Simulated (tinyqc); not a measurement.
## Surface Green function of a two-leg ladder, Sancho-Rubio decimation: densities of states against energy

A semi-infinite lead of cells 0, 1, 2, ... with H0 inside a cell and H1 = <cell i|H|cell i + 1>. One rung (site 1 on leg a, site 2 on leg b) is a cell; all hoppings enter with a minus sign. z = E + i eta.

Start with e_s = e = H0, a = H1, b = H1^dagger. Each round: g = (z - e)^(-1); e_s <- e_s + a g b; e <- e + a g b + b g a; a <- a g a; b <- b g b (all with the old a, b). Round k joins cells 2^k apart. Stop when the largest entry of the matrices a and b is below 1e-12 eV; g_s = (z - e_s)^(-1), bulk (z - e)^(-1), density of states -Im Tr/pi. Here eta = 0.01 eV. Open modes are the crossings of E with the bands of H0 + H1 exp(ik) + H1^dagger exp(-ik) for 0 < k < pi.

H0 (eV):
```
	1	2
1	0	-1.78
2	-1.78	1.45
```

H1 (eV):
```
	1	2
1	-2.7	0
2	0	-2.57
```

Densities of states against energy:
```
E (eV)	open modes	rounds	surface (1/eV)	bulk (1/eV)
-7.17	0	6	3.126e-4	0.001009
-5.73	1	13	0.06248	0.1142
-4.29	1	14	0.09721	0.07371
-2.85	1	14	0.1140	0.06630
-1.42	2	14	0.1956	0.1573
0.02	2	14	0.2215	0.1321
1.46	2	14	0.2221	0.1318
2.9	2	14	0.1977	0.1551
4.34	1	14	0.1156	0.06913
5.78	1	14	0.09737	0.07637
7.22	1	13	0.05872	0.1260
8.66	0	6	2.801e-4	7.807e-4
```

The bands of the infinite lead run over -6.52 to 4.12, -2.57 to 7.87 eV. The rounds lie between 6 and 14, 6.0 on average outside the bands and 13.8 inside. The surface density of states is largest at E = 1.46 eV among the rows (0.222 1/eV, bulk 0.132).

Computed by the program tinyqc: `OMP_NUM_THREADS=1 python tinyqc.py 2680039 2680040 out.jsonl`, one thread of a shared Intel Xeon 2.30GHz, about 0.07 s for the whole run.
